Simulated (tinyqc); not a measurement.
Specific resistance of a metal-semiconductor contact and its transmission-line measurement: one step, computed by the program tinyqc. Command: `OMP_NUM_THREADS=1 python tinyqc.py 3014526 3014527 out.jsonl contact walk`. One thread of a shared host (Intel(R) Xeon(R) Processor @ 2.30GHz), about 0.01 s of CPU time with the checks.

The barrier is parabolic (depletion approximation), energies E are normal energies counted from the band edge in the neutral semiconductor (downwards for holes), and the bias is zero. xi is an input, held fixed when other inputs move.

Question. Transmission and supply. WKB transmission for E < E_b, with a = E/E_b: D = exp{-(E_b/E_00) [sqrt(1 - a) - a ln((1 + sqrt(1 - a))/sqrt(a))]}; D = 1 above. f = 1/(1 + exp((E - xi)/k_B T)).

Inputs (values chosen for the exercise, modelled on n-type In0.53Ga0.47As): Fermi level above the band edge in the bulk, xi = 0.45 eV; temperature T = 300 K.

Image-force lowering: left out.

barrier used, above the bulk band edge = 0.63 eV

E_00 = 108.6701 meV

Constants: k_B = 8.617333262e-05 eV/K.

Give: E, D, f and D f at E/E_b = 0.05, 0.15, 0.3, 0.45, 0.6, 0.75, 0.9, 0.98.

Answer.

E, D, f and D f at E/E_b = 0.05, 0.15, 0.3, 0.45, 0.6, 0.75, 0.9, 0.98:

| E/E_b | E (eV) | D | f | D f |
|---|---|---|---|---|
| 0.05 | 0.0315 | 0.0066 | 1.000e+00 | 0.0066 |
| 0.15 | 0.0945 | 0.0192 | 1.000e+00 | 0.0192 |
| 0.30 | 0.1890 | 0.0642 | 1.000e+00 | 0.0642 |
| 0.45 | 0.2835 | 0.1636 | 9.984e-01 | 0.1633 |
| 0.60 | 0.3780 | 0.3418 | 9.419e-01 | 0.3220 |
| 0.75 | 0.4725 | 0.6003 | 2.952e-01 | 0.1772 |
| 0.90 | 0.5670 | 0.8827 | 1.071e-02 | 0.0095 |
| 0.98 | 0.6174 | 0.9891 | 1.539e-03 | 0.0015 |
